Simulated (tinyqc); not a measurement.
Thermoelectric coefficients of a parabolic band, Landauer integrals: one step of the calculation.

Bulk parabolic band, x = (E - Ec)/kB T, C = hbar^2/(2 m0), kB T in eV. Modes per area gv m kB T x/(4 pi C) times the back-scattering length l0 x^rr give the transport function s0 X(x), s0 = (2 q^2/h) gv m kB T l0/(4 pi C), X = x^(1 + rr). I_k = int X (x - eta)^k w dx, w = 1/(4 cosh^2((x - eta)/2)).

Problem. Coefficients of the electrons. sigma = s0 I_0, S = -(kB/q) I_1/I_0, Lorenz number L = (kB/q)^2 [I_2/I_0 - (I_1/I_0)^2], kappa_e = L sigma T.

Values chosen for this exercise:
```
symbol  value  unit                             meaning
T         400     K                         temperature
m        0.67    m0                  mass of one valley
gv          6                                   valleys
l0         38    nm     back-scattering length at x = 1
rr          0            energy exponent of that length
eta       3.2        reduced Fermi level (EF - Ec)/kB T
```

Constants: q = 1.602176634e-19 C, kB = 1.380649e-23 J/K, hbar = 1.054571817e-34 J s, h = 6.62607015e-34 J s, m0 = 9.1093837015e-31 kg, Vt = kB T/q, hbar^2/(2 m0) = 0.0380998212 eV nm^2. Results are converted to the units shown.

converged I_0, I_1, I_2: 3.2399533  3.0813091  11.696575

Wanted: s0; sigma; S; L; kappa_e.

Solution.

s0 = 8521 S/cm
sigma = 2.761e4 S/cm
S = -81.95 uV/K
L = 2.009 x 1e-8 V^2/K^2
kappa_e = 22.19 W/(m K)

L is 18 % below the Sommerfeld value (pi^2/3)(kB/q)^2 = 2.443e-8 V^2/K^2.

Range of the model: Parabolic bands, elastic scattering and a fixed kL make these model figures, not those of a material.

Numbers from tinyqc (`OMP_NUM_THREADS=1 python tinyqc.py 2800023 2800024 out.jsonl`; about 0.03 s on one thread of a shared Intel Xeon 2.30GHz).
